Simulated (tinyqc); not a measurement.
Free and trapped electrons in a MOS channel with a dense trap tail: one step of the calculation.

p-type body, charge-sheet picture, full ionisation (an idealisation for deep acceptors), Boltzmann statistics for free electrons. e = Ec - EF at the surface. Acceptor-like traps of density D(E) = D0 + De exp(-E/Ew) at depth E below Ec, from 0 to Eu, hold n_t = integral of D(E)/(1 + exp((e - E)/Vt)). psi = Eg - Vt ln(Nv/Na) - e; N_dep = sqrt(2 eps0 eps_r Na (psi - Vt)/q); n_f = sqrt(N_dep^2 + 2 eps0 eps_r Vt Nc exp(-e/Vt)/q) - N_dep; Vg = Vfb + psi + q (N_dep + n_t + n_f)/Cox, Cox = eps0 eox/tox.

Question. Trapped charge. Trapezoid rule on 16 equal steps from 0 to Eu, f = 1/(1 + exp((e - E)/Vt)).

Inputs (values chosen for the exercise); band and dielectric values close to those of 4H silicon carbide:
```
symbol,value,unit,meaning
T,400,K,temperature
D0,1.6e10,cm^-2 eV^-1,constant background density of acceptor-like traps
De,1.5e13,cm^-2 eV^-1,density of the tail at the conduction edge
Ew,0.11,eV,decay energy of the tail
Eu,0.65,eV,depth below Ec down to which the traps reach
e,0.142,eV,Ec - EF at the surface
```

Constants: q = 1.602176634e-19 C, kB = 1.380649e-23 J/K, Vt = kB T/q. Results are converted to the units shown.

Give: E; D(E) f; n_t.

Answer.

```
point,E (eV),D(E) f (cm^-2 eV^-1)
0,0,2.401e11
1,0.04063,5.209e11
2,0.08125,1.052e12
3,0.1219,1.779e12
4,0.1625,2.217e12
5,0.2031,2.037e12
6,0.2437,1.570e12
7,0.2844,1.129e12
8,0.3250,7.936e11
9,0.3656,5.554e11
10,0.4062,3.892e11
11,0.4469,2.740e11
12,0.4875,1.944e11
13,0.5281,1.393e11
14,0.5687,1.012e11
15,0.6094,7.491e10
16,0.6500,5.672e10
```

n_t = 5.271e11 cm^-2

Computed by the program tinyqc: `OMP_NUM_THREADS=1 python tinyqc.py 2222234 2222235 out.jsonl`, one thread of a shared Intel Xeon 2.30GHz, about 0.02 s for the whole run.
